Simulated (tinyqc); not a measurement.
Boltzmann transport in a parabolic band with a power-law relaxation time, step by step. Values are carried at full precision from step to step, so a last printed digit may differ when a step is redone from the rounded ones.

F_j(eta) = (1/Gamma(j + 1)) integral_0^infinity x^j dx/(1 + exp(x - eta)), which tends to exp(eta) for eta << 0.

n = N F_1/2(eta) with N = 2 (m kB T/(4 pi c))^(3/2) with c = hbar^2/2m0, in 1/angstrom^3; times 1e24 for 1/cm^3, m = md.

Constants: hbar^2/2m0 = 3.80998211 eV angstrom^2; kB = 8.617333262e-05 eV/K.

Inputs chosen for the exercise (masses near those of Si; tau0 is set for a mobility of the usual size at this n, kL is a free input; freeze-out and phonon drag, which matter near 77 K, are left out; the results hold for these values, not for the real material): n = 2.5e+17 1/cm^3 (electron density); md = 1.064 m0 (density-of-states mass); T = 300 K; r = -0.5 (exponent of tau); tau0 = 66 fs (tau at E = kT); mc = 0.2575 m0 (conductivity mass); kL = 1.3 W/(m K) (lattice thermal conductivity).

## Reduced Fermi level

Solve for eta.

N = 2.754e+19 1/cm^3
eta = -4.6988

## Integrals for r = -0.5 (acoustic phonons)

tau = tau0 x^r with x = E/kT. With K_j = Gamma(j + 1) F_j(eta): <tau> = tau0 (r + 3/2) K_(r+1/2)/((3/2) K_(1/2)); mu = <tau>/(mc m0/e), m0/e = 5.685630e-12 kg/C; Hall factor rH = (3/2) K_(1/2) (2r + 3/2) K_(2r+1/2)/((r + 3/2) K_(r+1/2))^2; Seebeck S = -(kB/e) [(r + 5/2) K_(r+3/2)/((r + 3/2) K_(r+1/2)) - eta]; Lorenz number L = (kB/e)^2 [(r + 7/2) K_(r+5/2)/((r + 3/2) K_(r+1/2)) - ((r + 5/2) K_(r+3/2)/((r + 3/2) K_(r+1/2)))^2]; kB/e in V/K. Valley anisotropy is left out of rH.

Evaluate F_j and K_j for j = 1/2, r + 1/2, r + 3/2, r + 5/2 and 2r + 1/2 (each value once).

F_j and K_j:
```
j           F_j        K_j
0.5   0.0090773  0.0080445
0.0   0.0090652  0.0090652
1.0   0.0090858  0.0090858
2.0   0.0090961   0.018192
-0.5  0.0090482   0.016038
```

## Transport coefficients

Form the ratios; u is the mean energy carried, in kT.

<tau>/tau0 = 0.751
rH = 1.177
u = 2.005
S = -577.6 microvolt/K
L = 1.487 1e-8 W ohm/K^2

The non-degenerate limits are rH = 1.178, u = r + 5/2 = 2 and L = (r + 5/2)(kB/e)^2 = 1.485; the degenerate ones are rH = 1 and L = 2.443.

## Mobility, conductivity and figure of merit

mu = <tau>/(mc m0/e) with m0/e = 5.685630e-12 kg/C; sigma = e n mu, e = 1.602176634e-19 C; Hall mobility rH mu; power factor S^2 sigma; ZT = S^2 sigma T/(kL + L sigma T), all in SI units.

mu = 339 cm^2/(V s)
Hall mobility = 399 cm^2/(V s)
sigma = 13.6 S/cm
power factor = 0.453 mW/(m K^2)
electronic thermal conductivity = 0.00605 W/(m K)
ZT = 0.10

A Hall measurement read with rH = 1 would give a density of 2.12e+17 1/cm^3. Electrons carry 0.46 % of the heat. kL is far below that of crystalline Si, so ZT is too high for it.

## Checks

- Seebeck coefficient against direct integration over -df/dE (microvolt/K): both -577.6.

tinyqc: `OMP_NUM_THREADS=1 python tinyqc.py 1650096 1650097 out.jsonl`; about 0.01 s, one thread, shared Intel(R) Xeon(R) Processor @ 2.30GHz.
